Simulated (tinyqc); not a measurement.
Changing the mode mass M: one anharmonic mode: perturbation theory, self-consistent phonons and exact levels. Computed by tinyqc, a small Python program. Command: `OMP_NUM_THREADS=1 python tinyqc.py 3031699 3031700 out.jsonl scp sweep`. One thread of a shared host (Intel(R) Xeon(R) Processor @ 2.30GHz), about 0.07 s of CPU time with the checks.

V(x) = k x^2/2 + b x^4 for one coordinate x of mass M. A constant K > 0 gives hbar Omega = sqrt((hbar^2/u) K/M) with K in eV/angstrom^2 and M in u.

Inputs (values chosen for the exercise, for a model mode):
```
quantity             value           unit
harmonic constant k    2.8  eV/angstrom^2
quartic constant b    10.2  eV/angstrom^4
temperature T           53              K
mixing                 0.4              -
```

Shape: single well.

Constants: hbar^2/u = 4.18015928e-03 eV angstrom^2; k_B = 8.617333262e-05 eV/K.

Method:
- Self-consistent phonon, centred at x = 0: K = k + 12 b <x^2>, <x^2> = (hbar Omega/(2K)) coth(hbar Omega/(2 k_B T)).
- Start at K = |k|; K(new) = K + mixing x (K_out - K), but at least K/20; stop when |K_out - K| < 1e-9 |k| or after 90 steps.
- Its free energy is F = k_B T ln[2 sinh(hbar Omega/(2 k_B T))] + (k - K)<x^2>/2 + 3 b <x^2>^2, an upper bound to the exact one.
- Basis: oscillator states n of the constant |k|, with x = s (a + a+), s^2 = hbar Omega/(2|k|); H = hbar Omega (n + 1/2) + (k - |k|) x^2/2 + b x^4, with exact matrix elements of x^2 and x^4.
- Exact values use 120 basis states: F = -k_B T ln sum exp(-E_n/(k_B T)), and <x^2> is the Boltzmann mean.

One run for each value:
```
mode mass M (u)  E_1 - E_0 (meV)  self-consistent quantum (meV)  exact <x^2> (angstrom^2)
2.4                       83.480                         84.160                  0.010419
4.0                       62.737                         63.126                  0.008321
6.6                       47.600                         47.821                  0.006648
11.0                      36.051                         36.174                  0.005271
18.0                      27.669                         27.745                  0.004213
29.0                      21.475                         21.534                  0.003413
48.0                      16.473                         16.536                  0.002782
78.0                      12.788                         12.863                  0.002352
```

Over the rows, E_1 - E_0 (meV) falls from 83.5 to 12.8 (exponent d ln y / d ln x -0.56 between the first rows and -0.52 between the last); self-consistent quantum (meV) falls from 84.2 to 12.9 (exponent d ln y / d ln x -0.56 between the first rows and -0.52 between the last); exact <x^2> (angstrom^2) falls from 0.0104 to 0.00235 (exponent d ln y / d ln x -0.44 between the first rows and -0.35 between the last). At the high end the exponent of self-consistent quantum is -0.52, close to -0.50: the harmonic or classical law.
